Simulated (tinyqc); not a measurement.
# Input admittance of a MOSFET at zero drain bias: distributed channel and distributed gate: what changes with what

Source and drain grounded, strong inversion, w = 2 pi f, Cox = eps0 eox/tox. The channel is an RC line of resistance 1/(mu Cox Vo) per square fed from both ends, so one finger has the intrinsic admittance y = i w Cox L tanh(g)/g per width, g = (1/2) sqrt(i w tau), tau = L^2/(mu Vo). The vertical resistance rv/L is in series with y, the overlaps 2 i w Cov in parallel: y_t = 1/(1/y + rv/L) + 2 i w Cov. The gate strip is a line of Rsh/L per length loaded by y_t, so a finger has Y = y_t Wf tanh(k)/k, k = (Wf/sd) sqrt(y_t Rsh/L); the device has Nf Y.

Values chosen for this exercise; values of the order met in silicon radio-frequency transistors:
- eox = 8.73 (relative permittivity of the gate insulator (close to aluminium oxide))
- tox = 11 nm (insulator thickness)
- L = 0.8 um (channel length)
- Wf = 1.6 um (finger width)
- Nf = 64 (number of fingers)
- mu = 410 cm^2/(V s) (channel mobility)
- Vo = 0.3 V (gate overdrive)
- Rsh = 21 ohm/square (sheet resistance of the gate)
- rv = 7.7 ohm um^2 (vertical resistivity of the gate stack)
- sd = 2 (number of ends at which a finger is contacted)
- Cov = 0.2 fF/um (overlap and fringe capacitance on each side)
- f = 1.4 GHz (frequency)

Constants: eps0 = 8.8541878128e-14 F/cm where lengths are in cm. Results are converted to the units shown.

Each table varies one quantity; the others keep the values above.

## Input impedance against frequency

Low-frequency limits, with c = Cox L and ct = c + 2 Cov: R_strip = Rsh Wf/(3 sd^2 L Nf), R_ch = (c/ct)^2 L/(12 mu Cox Vo Wf Nf), R_vert = (c/ct)^2 rv/(L Wf Nf), C = ct Wf Nf. Z = 1/(Nf Y) = R + 1/(i w C), Q = |Im Z|/R, far-point signal |1/cosh k|.

The same in every row: low-frequency R (ohm) = 6.7015.

Input impedance against frequency:

| f (GHz) | w tau | \|k\| | R (ohm) | C (fF) | Q | signal at the far point |
|---|---|---|---|---|---|---|
| 0.01 | 0.0032693 | 0.0025212 | 6.7015 | 616.61 | 3851.5 | 1.0000 |
| 0.04 | 0.013077 | 0.0050423 | 6.7015 | 616.61 | 962.88 | 1.0000 |
| 0.1 | 0.032693 | 0.0079726 | 6.7015 | 616.61 | 385.15 | 1.0000 |
| 0.3 | 0.098079 | 0.013809 | 6.7015 | 616.60 | 128.39 | 1.0000 |
| 0.8 | 0.26154 | 0.022546 | 6.7013 | 616.54 | 48.152 | 0.99999 |
| 2 | 0.65386 | 0.035618 | 6.6998 | 616.15 | 19.277 | 0.99997 |
| 6 | 1.9616 | 0.061195 | 6.6860 | 612.53 | 6.4770 | 0.99972 |
| 20 | 6.5386 | 0.10363 | 6.5347 | 575.26 | 2.1169 | 0.99772 |
| 40 | 13.077 | 0.12720 | 6.0963 | 488.55 | 1.3359 | 0.99519 |

R falls from 6.70 to 6.10 ohm and C falls from 617 to 489 fF. Q goes as f^(-1.00) between the first two rows and f^(-0.66) between the last two, where w tau = 13.1 and |k| = 0.127. The low-frequency limits hold both R and C within 5 % up to f = 6 GHz among the rows.

## Effect of the gate overdrive

Same model as above.

Effect of the gate overdrive:

| Vo (V) | w tau | \|k\| | R (ohm) | low-frequency R (ohm) | C (fF) | Q | signal at the far point |
|---|---|---|---|---|---|---|---|
| 0.2 | 0.6866 | 0.02980 | 9.981 | 9.984 | 616.1 | 18.49 | 1.000 |
| 0.35 | 0.3923 | 0.02982 | 5.763 | 5.764 | 616.4 | 32.00 | 1.000 |
| 0.5 | 0.2746 | 0.02983 | 4.075 | 4.076 | 616.5 | 45.24 | 1.000 |
| 0.65 | 0.2112 | 0.02983 | 3.166 | 3.167 | 616.6 | 58.23 | 1.000 |
| 0.8 | 0.1716 | 0.02983 | 2.598 | 2.598 | 616.6 | 70.96 | 1.000 |
| 0.95 | 0.1445 | 0.02983 | 2.210 | 2.210 | 616.6 | 83.44 | 1.000 |
| 1.1 | 0.1248 | 0.02983 | 1.927 | 1.927 | 616.6 | 95.68 | 1.000 |
| 1.25 | 0.1098 | 0.02983 | 1.712 | 1.712 | 616.6 | 107.7 | 1.000 |

As Vo goes from 0.2 to 1.25, R falls from 9.98 to 1.71 ohm, C stays near 617 fF and Q rises from 18.5 to 108. Only the channel term depends on Vo.

Program tinyqc, `OMP_NUM_THREADS=1 python tinyqc.py 2262096 2262097 out.jsonl`; Intel Xeon 2.30GHz, shared host, one thread, about 0.01 s.
